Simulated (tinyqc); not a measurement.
Inside a calculation. Method: inverse iteration on a symmetric matrix. Computed by tinyqc, a small Python program that keeps every step. Settings: method = inverse, shift = 0.91. Command: `OMP_NUM_THREADS=1 python tinyqc.py 25254 25255 out.jsonl` (the two numbers bound the seeds that draw the settings). One thread of a shared host (Intel(R) Xeon(R) Processor @ 2.60GHz), about 0.01 s of CPU time with the checks.

## Step 1

A, lower triangle:
```
,1,2,3,4,5,6
1,0.12100
2,0.06400,0.62400
3,0.50000,-0.31100,1.70200
4,-0.60700,-0.56600,-0.45800,1.93000
5,-0.36300,0.14700,0.07900,0.28400,2.04300
6,-0.38900,-0.65900,0.07600,-0.46700,-0.04600,2.72800
```

vector v at the start: 0.40825  0.40825  0.40825  0.40825  0.40825  0.40825

shift = 0.91000

solve (A - shift) w = v; v' = w/|w| with its largest component positive (the first on a tie); lambda = v'^T A v'.

vector after step 1: 0.32649  0.74484  -0.27798  0.25794  -0.40590  0.17337

Rayleigh quotient after step 1 = 0.56155

## Step 2

As before.

vector after step 2: 0.23833  0.47593  0.61495  0.49093  0.20294  0.23731

Rayleigh quotient after step 2 = 0.57642

## Course of the iteration

Stop when the residual |A v - lambda v| is below 1e-9.

Steps:
```
step,lambda,residual
1,0.5615467,9.83e-01
2,0.5764162,9.02e-01
3,0.6348385,8.52e-01
4,0.7257486,8.24e-01
5,0.8374493,8.06e-01
6,0.9574103,7.84e-01
7,1.0751719,7.51e-01
8,1.1834453,7.06e-01
9,1.2780379,6.50e-01
10,1.3573432,5.90e-01
11,1.4216497,5.27e-01
12,1.4724189,4.65e-01
13,1.5116659,4.07e-01
14,1.5415154,3.54e-01
15,1.5639375,3.06e-01
16,1.5806235,2.63e-01
17,1.5929545,2.26e-01
18,1.6020203,1.94e-01
19,1.6086603,1.65e-01
20,1.6135099,1.41e-01
21,1.6170448,1.21e-01
22,1.6196175,1.03e-01
23,1.6214879,8.77e-02
24,1.6228467,7.47e-02
25,1.6238332,6.37e-02
26,1.6245491,5.42e-02
27,1.6250686,4.62e-02
28,1.6254453,3.93e-02
29,1.6257186,3.35e-02
30,1.6259168,2.85e-02
```

all eigenvalues, for comparison: -0.28093  0.06855  1.62644  2.02187  2.61802  3.09404

Not converged in 30 steps: the residual falls only by the ratio of the two smallest distances of eigenvalues from the shift, 0.85 a step.
